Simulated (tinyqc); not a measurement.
## Gap difference from the gain at two temperatures

Inverse problem. When back injection limits the gain, beta = b exp(-dE/(kB T)) with dE the gap reduction of the emitter less that of the base and b constant. Find dE and beta at 300 K.

Constants: q = 1.602176634e-19 C, kB = 1.380649e-23 J/K. Results are converted to the units shown.

T (K): 220  425
beta: 246.26289  477.19215

Solution. ln beta is a straight line in 1/T with slope -dE/kB.

dE = 0.0260 eV
beta at 300 K = 355

Numbers from tinyqc (`OMP_NUM_THREADS=1 python tinyqc.py 2320009 2320010 out.jsonl`; about 0.01 s on one thread of a shared Intel Xeon 2.30GHz).
